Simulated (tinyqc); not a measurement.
Gate-all-around wire with two subbands, quantum capacitance: effect of the temperature.

phi is the Fermi level above the lowest subband edge, in volts; Vg is counted from the gate voltage at which an empty wire would have phi = 0. Both directions of motion are filled (equilibrium).

N1 = gv sqrt(2 md m0 kB T/(pi hbar^2)); n1 = N1 F(phi/Vt), n2 = g2 N1 F((phi - E2)/Vt), n = n1 + n2, F(e) = (1/sqrt(pi)) int_0^infinity u^(-1/2) du/(1 + exp(u - e)); Cq = q dn/dphi = (q N1/Vt) [F'(phi/Vt) + g2 F'((phi - E2)/Vt)]. Cox = 2 pi eps0 eox/ln(1 + tox/rw) per length; Vg = phi + q n/Cox. 1/C_G = 1/Cox + 1/(Cq); dphi/dVg = Cox/(Cox + Cq).

Inputs (values chosen for the exercise):

| symbol | value | unit | meaning |
|---|---|---|---|
| eox | 22.3 |  | relative permittivity of the gate insulator (close to hafnium oxide) |
| tox | 30 | nm | insulator thickness |
| md | 0.3 | m0 | mass along the wire |
| gv | 4 |  | valley degeneracy |
| E2 | 0.19 | eV | second subband above the first |
| g2 | 2 |  | orbital degeneracy of the second subband |
| rw | 5 | nm | radius of the wire |
| Vg | 0.76 | V | gate voltage |

Constants: q = 1.602176634e-19 C, kB = 1.380649e-23 J/K, hbar = 1.054571817e-34 J s, m0 = 9.1093837015e-31 kg, Vt = kB T/q, eps0 = 8.8541878128e-14 F/cm where lengths are in cm. Results are converted to the units shown.

The same in every row: Cox (pF/cm) = 6.3754.

Result of one run:
```
phi (V)	n (cm^-1)	Cq (pF/cm)	C_G (pF/cm)	dphi/dVg	share of the second band (%)
0.12538	2.5253e7	16.698	4.6139	0.27631	0.098381
```

Which temperature T gave this result: 50, 120, 200 or 300 K?

T = 120 K.

The whole series:
```
T (K)	phi (V)	n (cm^-1)	Cq (pF/cm)	C_G (pF/cm)	dphi/dVg	share of the second band (%)
50	0.12512	2.5263e7	16.207	4.5755	0.28232	9.5010e-6
77	0.12524	2.5259e7	16.247	4.5787	0.28182	0.0023571
120	0.12538	2.5253e7	16.698	4.6139	0.27631	0.098381
200	0.12408	2.5305e7	20.019	4.8355	0.24154	1.4122
300	0.11996	2.5469e7	25.425	5.0973	0.20048	5.0868
400	0.11508	2.5663e7	29.285	5.2356	0.17878	9.6573
500	0.10995	2.5867e7	31.308	5.2968	0.16918	14.302
```

As T goes from 50 to 500, Cq rises from 16.2 to 31.3 pF/cm, C_G/Cox rises from 0.718 to 0.831 and n rises from 2.53e7 to 2.59e7 cm^-1. Cq exceeds Cox in every row, so the insulator is the tighter limit, though Cq still cuts C_G by up to 28 %.

Computed by the program tinyqc: `OMP_NUM_THREADS=1 python tinyqc.py 2200147 2200148 out.jsonl`, one thread of a shared Intel Xeon 2.30GHz, about 0.02 s for the whole run.
